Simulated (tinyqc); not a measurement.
One-electron ion in a basis of Gaussians, step by step. Computed by tinyqc, a small Python program that keeps every step. Settings: Z = 6, l = 0. Command: `OMP_NUM_THREADS=1 python tinyqc.py 31931 31932 out.jsonl` (the two numbers bound the seeds that draw the settings). One thread of a shared host (Intel(R) Xeon(R) Processor @ 2.60GHz), about 0.01 s of CPU time with the checks.

## Matrices over normalised Gaussians

exponents of r^l exp(-a r^2) (1/bohr^2): [1.158000, 1.696000, 2.484000, 3.638000]

Z = 6

l = 0

With p = a_i + a_j and I(k) = Gamma((k+1)/2) / (2 p^((k+1)/2)): S = I(2l+2), T = (2l+3) a_i a_j S / p, V = -Z I(2l+1), each divided by sqrt(S_ii S_jj).

S:
```
[[1.000000, 0.973229, 0.898835, 0.791871],
 [0.973229, 1.000000, 0.973226, 0.898839],
 [0.898835, 0.973226, 1.000000, 0.973231],
 [0.791871, 0.898839, 0.973231, 1.000000]]
```

T (hartree):
```
[[1.737000, 2.009169, 2.129716, 2.086738],
 [2.009169, 2.544000, 2.942633, 3.119167],
 [2.129716, 2.942633, 3.726000, 4.309808],
 [2.086738, 3.119167, 4.309808, 5.457000]]
```

V (hartree):
```
[[-10.303282, -11.131358, -11.613322, -11.740878],
 [-11.131358, -12.469075, -13.471256, -14.054477],
 [-11.613322, -13.471256, -15.090273, -16.303044],
 [-11.740878, -14.054477, -16.303044, -18.262182]]
```

## Generalised eigenproblem

H = T + V (hartree):
```
[[-8.566282, -9.122188, -9.483606, -9.654139],
 [-9.122188, -9.925075, -10.528624, -10.935310],
 [-9.483606, -10.528624, -11.364273, -11.993236],
 [-9.654139, -10.935310, -11.993236, -12.805182]]
```

Solve H C = S C e through S^(-1/2); each column has its largest component positive (the first on a tie).

eigenvalues of S: [0.000163, 0.008287, 0.234740, 3.756810]

eigenvalues (hartree): [-14.017423, -3.890100, 0.946929, 7.768856]

coefficients:
```
[[2.435136, -6.150277, -10.500993, 15.090928],
 [-8.015173, 11.305338, 20.682184, -46.155858],
 [9.786540, -9.747318, -10.743587, 49.437502],
 [-5.213766, 4.075274, 0.307892, -18.382520]]
```

For Z = 6 and l = 0 the exact lowest level is -Z^2/(2 n^2) with n = l + 1: -18.000000 hartree. The basis is nearly linearly dependent, so rounded matrices do not reproduce these digits.
